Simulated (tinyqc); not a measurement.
Saddle-point parameters from gate and bias data.

Inverse problem. In a saddle-point contact at zero temperature mu - V0 = al (Vg - Vp), riser n is centred where this equals wy (n + 1/2), its largest slope is dg/dmu = pi/(2 wx) (neighbouring modes neglected), and in bias spectroscopy neighbouring risers meet at q V = wy. Find al, Vp and wx.

gate voltages at the middle of the first and second risers (V): [-1.6525243, -1.6175728]
largest dg/dVg on a riser = 85.153696 1/V
bias at which two neighbouring risers meet = 3.6 mV

Answer. The bias gives wy, the gate spacing then gives al = wy/(Vg2 - Vg1), and the slope gives wx = al pi/(2 dg/dVg).

lever arm al = 0.1030 eV/V
Vp = -1.670 V
wx = 1.900 meV

tinyqc, about 0.07 s, one thread, Intel Xeon 2.30GHz (shared host): `OMP_NUM_THREADS=1 python tinyqc.py 2740107 2740108 out.jsonl`
